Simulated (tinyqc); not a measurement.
# Material parameters from the melting point of the curve

Question. In a hemispherical model of a phase-change cell the resistance is rho/(2 pi r0), and melting starts where I^2 rho b^2/(32 pi^2 ka r0^2) = Tm - T0. Find rho and ka.

Parameters, values chosen for the exercise: ambient temperature T0 = 300 K; melting point Tm = 880 K; radius of the heater contact r0 = 19 nm.

resistance = 0.30993331 kohm
melting current = 750.06896 uA
b = 1.8350307

Answer. The resistance gives rho, and the melting current then gives ka.

rho = 3.700 mohm cm
ka = 1.060 W/(m K)

Numbers from tinyqc (`OMP_NUM_THREADS=1 python tinyqc.py 2490108 2490109 out.jsonl`; about 0.01 s on one thread of a shared Intel Xeon 2.30GHz).
